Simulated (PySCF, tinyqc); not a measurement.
Inside a calculation. Method: CID on RHF in the sto-3g basis, for H3+, spin multiplicity 1. The lowest restricted solution is unstable here: a spin-polarised one lies 0.0165 hartree lower (PySCF). One step of it, computed by the program tinyqc.

Task: Iteration 1: diagonalisation and new density. Diagonalise F' = X^T F X, C = X C', fill 1 alpha and 1 beta electrons from the bottom; D = 2 C_occ C_occ^T. Each column has its largest component positive (the first on a tie).

Fock matrix F (hartree), lower triangle:
```
           1H 1s      2H 1s      3H 1s
1H 1s  -0.565197
2H 1s  -0.414876  -0.422276
3H 1s  -0.414876  -0.113369  -0.422276
```

X:
```
               1          2         3
1H 1s   0.979261   0.000000  0.565661
2H 1s  -0.663859   0.721751  0.417205
3H 1s  -0.663859  -0.721751  0.417205
```

Give: F' = X^T F X; orbital energies; coefficients C; D after iteration 1.

Result:

F' = X^T F X (hartree), lower triangle:
```
         1        2        3
1   0.0647
2   0.0000  -0.3218
3  -0.0438   0.0000  -0.7590
```

orbital energies (hartree): MO1 -0.7613, MO2 -0.3218, MO3 0.0670

coefficients C:
```
          MO1      MO2      MO3
1H 1s  0.6167   0.0000   0.9479
2H 1s  0.3815   0.7218  -0.6850
3H 1s  0.3815  -0.7218  -0.6850
```

D after iteration 1, lower triangle:
```
        1H 1s   2H 1s   3H 1s
1H 1s  0.7606
2H 1s  0.4705  0.2911
3H 1s  0.4705  0.2911  0.2911
```
